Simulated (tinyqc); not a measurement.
Classical Heisenberg spin chain: exact results, Metropolis, heat-bath and over-relaxation steps, and a Monte Carlo run: one step, computed by the program tinyqc.

E = -J sum_i s_i . s_(i+1) for unit vectors s_i on an open chain; K = J/(k_B T).

Question. Four single-spin steps. The given spins are first normalised. Spins 2 and 3 are updated in turn, with h = K (sum of the two neighbours). Trial spin with z = 2 r1 - 1 and azimuth 2 pi r2; it is accepted if r3 < min(1, exp(h . s_trial - h . s_old)).

Inputs (values chosen for the exercise, for a model chain of large moments): temperature T = 107 K.

Update: Metropolis.

four neighbouring spins (rows; components x, y, z):
```
         1        2        3
1   0.8206  -0.0155  -0.5712
2  -0.2044   0.3021  -0.9311
3  -0.4857  -0.6242  -0.6120
4   0.6443  -0.7631  -0.0501
```

random numbers, one row a step:
```
        1       2       3
1  0.2581  0.2842  0.4323
2  0.3763  0.0659  0.7945
3  0.0953  0.3344  0.5455
4  0.9618  0.4153  0.0483
```

K = 3.795870

Give: the table «Steps» with the columns |h|, h . s before, h . s trial, acceptance, accepted, x, y, z.

Answer.

Steps:
```
spin    |h|  h . s before  h . s trial  acceptance  accepted        x        y        z
2     5.262         3.188       -0.141      0.0358        no  -0.2044   0.3021  -0.9311
3     4.441         2.561        1.720      0.4317        no  -0.4857  -0.6242  -0.6120
2     5.262         3.188        2.028      0.3132        no  -0.2044   0.3021  -0.9311
3     4.441         2.561       -4.332      0.0010        no  -0.4857  -0.6242  -0.6120
```
